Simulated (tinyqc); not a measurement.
Band folding and unfolding in a supercell of a chain: one step. Moments of the spectral function.

A chain with hopping -t and n = 4 sites a supercell. H(K) has v_j on the diagonal, -t between neighbours and -t exp(2 pi i K) on the bond that closes the cell (from the last site to the first of the next cell). The point K holds the n wave vectors k_m = (K + m)/n of the primitive zone, in 2 pi/a, m = 0 to n - 1, with E0 = -2t cos(2 pi k_m). The unfolding weight of a state c on k_m is |sum_j c_j exp(-2 pi i k_m j)|^2/n, j = 0 to n - 1.

levels (eV): -1.359145  -0.355424  0.355424  1.359145

weights:
```
     level 1  level 2  level 3  level 4
m=0  0.98410  0.00000  0.00000  0.01590
m=1  0.00000  0.35431  0.64569  0.00000
m=2  0.01590  0.00000  0.00000  0.98410
m=3  0.00000  0.64569  0.35431  0.00000
```

Question. For each k_m: mean sum_i W E_i and variance sum_i W E_i^2 less the mean squared. The mean must be E0 plus the average of v, and the variance that of v.

Give: Moments.

Answer.

Moments:
```
m  mean (eV)  variance (eV^2)
0     -1.316            0.116
1      0.104            0.116
2      1.316            0.116
3     -0.104            0.116
```

The average of v is 0.0000 eV and its variance 0.1156 eV^2: the virtual crystal gives the mean, and the variance is the spread of weight over several levels that it leaves out.

Computed by tinyqc, a small Python program: `OMP_NUM_THREADS=1 python tinyqc.py 1452276 1452277 out.jsonl` (the numbers bound the seed that draws the inputs); one thread of a shared host (Intel(R) Xeon(R) Processor @ 2.30GHz), about 0.01 s for the whole set of steps.
